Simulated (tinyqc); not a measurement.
What moves the results: special k points of the hexagonal lattice. A value that a table varies takes the place of the one given here.

Lattice vectors in units of a: a1 = (1, 0), a2 = (-1/2, sqrt(3)/2); reciprocal vectors b_i with a_i . b_j = 2 pi delta_ij. Mesh: k = sum_i f_i b_i with f_i = (2 j_i + shift)/(2 N), j_i = 0 .. N-1. The point group of the lattice has 12 operations; only those that map the mesh onto itself are used.

A_m(k) = sum over the m-th star of lattice vectors R of cos(k . R), stars in order of length: m = 1: |R|^2 = 1, 6 vectors, such as (1, 1) in the basis a_i; m = 2: |R|^2 = 3, 6 vectors, such as (2, 1) in the basis a_i; m = 3: |R|^2 = 4, 6 vectors, such as (2, 2) in the basis a_i; m = 4: |R|^2 = 7, 12 vectors, such as (3, 2) in the basis a_i; m = 5: |R|^2 = 9, 6 vectors, such as (3, 3) in the basis a_i; m = 6: |R|^2 = 12, 6 vectors, such as (4, 2) in the basis a_i. The zone mean of every A_m is zero.

Test function, the lower band of a two-band insulator: E(k) = -sqrt(D^2 + (e0 - t A_1(k))^2).

Inputs chosen for the exercise: D = 2.51 eV (half gap term); t = 0.55 eV (coupling); e0 = 0.93 eV (offset); N = 5 (points along each reciprocal vector); shift = 0 (half steps).

## Mesh size and shift

Errors of the mean of E against the unshifted mesh with N = 96. The fifth column is |R|^2 of the shortest star with a non-zero mean.

Meshes:

| mesh | points | irreducible | operations | \|R\|^2 missed | error (meV) |
|---|---|---|---|---|---|
| 2 Gamma | 4 | 2 | 12 | 4.00 | -305.197 |
| 2 shifted | 4 | 2 | 4 | 4.00 | 106.992 |
| 3 Gamma | 9 | 3 | 12 | 9.00 | 10.986 |
| 3 shifted | 9 | 4 | 4 | 9.00 | -3.721 |
| 4 Gamma | 16 | 4 | 12 | 16.00 | 3.945 |
| 4 shifted | 16 | 6 | 4 | 16.00 | -1.322 |
| 5 Gamma | 25 | 5 | 12 | 25.00 | -0.904 |
| 5 shifted | 25 | 9 | 4 | 25.00 | 0.302 |
| 6 Gamma | 36 | 7 | 12 | 36.00 | -0.044 |
| 6 shifted | 36 | 12 | 4 | 36.00 | 0.015 |
| 8 Gamma | 64 | 10 | 12 | >36 | -0.005 |
| 8 shifted | 64 | 20 | 4 | >36 | 0.002 |
| 10 Gamma | 100 | 14 | 12 | >36 | 0.001 |
| 10 shifted | 100 | 30 | 4 | >36 | 0.000 |

reference mean = -2.97895 eV

The shifted mesh has the smaller error for 6 of 7 values of N and the larger for 0; the rest agree at the printed digits. The cheapest mesh within 1 meV is 5 Gamma, with 5 irreducible points. A mesh misses the lattice vectors N (n1 a1 + n2 a2 + ...); the half shift gives each the sign (-1)^(n1 + n2 + ...), so the 6 shortest ones add up to -2 in place of 6. The shift lowers the symmetry; it leaves more irreducible points for N = 3, 4, 5, 6, 8 and 10.

## Gap and mesh density

D takes the values listed; errors against the unshifted mesh with N = 192, for unshifted meshes.

Errors (meV):

| D (eV) | reference (eV) | N = 2 | N = 4 | N = 6 | N = 8 |
|---|---|---|---|---|---|
| 0.2 | -1.4955 | -628.934 | 101.055 | -8.605 | -3.378 |
| 0.4 | -1.5517 | -600.995 | 74.624 | -4.847 | -2.281 |
| 0.8 | -1.7293 | -532.530 | 38.895 | -1.646 | -0.778 |
| 1.5 | -2.1747 | -419.526 | 13.535 | -0.300 | -0.092 |
| 2.5 | -2.9704 | -306.078 | 3.987 | -0.045 | -0.005 |
| 4.0 | -4.3162 | -210.401 | 1.063 | -0.006 | 0.000 |

The first listed N from which the error stays below 0.5 meV is none for D = 0.2, none for D = 0.4, none for D = 0.8, 6 for D = 1.5, 6 for D = 2.5, 6 for D = 4 eV. A larger D makes the function smoother, so its Fourier coefficients fall faster with |R|.

## What moves the zone average

Mean of E over the mesh, and its error against the unshifted mesh with N = 96. Each row changes one parameter from the base and keeps the others.

Results:

| case | mean (eV) | error (meV) | irreducible points |
|---|---|---|---|
| base | -2.9799 | -0.90 | 5 |
| N = 6 | -2.9790 | -0.04 | 7 |
| shift = 1 | -2.9786 | 0.30 | 9 |
| D = 1.757 eV | -2.3691 | -2.97 | 5 |
| t = 0.715 eV | -3.1697 | -3.22 | 5 |

The largest shifts from the base row, up to three for each result and ties (the steps differ in size, so this ranks the rows, not the parameters). mean (eV): D +0.6108, t -0.1899, shift +0.0012. error (meV): t -2.32, D -2.06, shift +1.21. irreducible points: shift +4, N +2; unchanged at the printed digits by D and t.

Program tinyqc; command `OMP_NUM_THREADS=1 python tinyqc.py 1680859 1680860 out.jsonl`; about 0.1 s on one thread of a shared Intel(R) Xeon(R) Processor @ 2.30GHz.
